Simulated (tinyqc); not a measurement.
Square-lattice Ising model by mean field, Bethe lattice, transfer matrix, exact enumeration and Monte Carlo steps. From Binder cumulant U back to temperature T. Computed by tinyqc, a small Python program. Command: `OMP_NUM_THREADS=1 python tinyqc.py 3012348 3012349 out.jsonl ising inv`. One thread of a shared host (Intel(R) Xeon(R) Processor @ 2.30GHz), about 0.06 s of CPU time with the checks.

H = -J sum over nearest pairs s_i s_j, s = +-1, no field, periodic boundaries; energies per site are in J. As a lattice gas or an alloy, s marks which species holds the site.

Inputs (values chosen for the exercise, for a model lattice): coupling J = 48.4 meV.

Enumerated cell: 4 x 4.

States of the 4 x 4 cell:
```
E (J)  |M|  count
-32     16      2
-24     14     32
-20     12     64
-16      0      8
-16      8     48
-16     10    192
-16     12    176
-12      2    128
-12      4    192
-12      6    384
-12      8    512
-12     10    512
-8       0    768
-8       2   1248
-8       4   1408
-8       6   1376
-8       8   1472
-8      10    416
-4       0   1600
-4       2   3840
-4       4   3648
-4       6   3328
-4       8   1152
0        0   4356
0        2   7360
0        4   5856
0        6   2496
0        8    456
4        0   3264
4        2   6272
4        4   3136
4        6    896
8        0   2112
8        2   2784
8        4   1536
8        6    256
12       0    576
12       2   1024
12       4    128
16       0    120
16       2    192
16       4    112
20       0     64
24       2     32
32       0      2
```

Constants: k_B = 8.617333262e-05 eV/K.

Method. K = J/(k_B T). Onsager: k_B T_c/J = 2/ln(1 + sqrt 2); mean field: 4; Bethe lattice with z = 4: 2/ln 2. Weights count x exp(-K E); N = 16; u = <E>/N, c = K^2 (<E^2> - <E>^2)/N in k_B, Binder U = 1 - <M^4>/(3 <M^2>^2).

Question. A run gave the result below. Find the temperature T, known to lie between 760 and 1900 K.

Binder cumulant U = 0.5629316

Answer.

Each step takes the trial c = (a f_b - b f_a)/(f_b - f_a), f being the result less the target and a, b, c the logarithms of the listed values; c replaces end b, the old b replaces a if the sign of f changed, and otherwise f_a is halved.

Scan of the range:
```
temperature T (K)  Binder cumulant U
760                         0.665415
885                         0.662762
1030                        0.654794
1200                        0.632719
1400                        0.582822
1630                        0.501372
1900                        0.402489
```

False position (Illinois rule, in the logarithm of the input) inside the bracket:
```
step    end a    end b    trial  Binder cumulant U
1     1400.00  1630.00  1452.98           0.565643
2     1630.00  1452.98  1460.05           0.563256
3     1630.00  1460.05  1461.72           0.562686
4     1460.05  1461.72  1461.00           0.562932
5     1461.72  1461.00  1461.00           0.562932
```

Binder cumulant U falls at every point of a 13-point scan of the range (every second point is shown), so one value fits; it is bracketed by 1400 and 1630. Answer: temperature T = 1461 K.
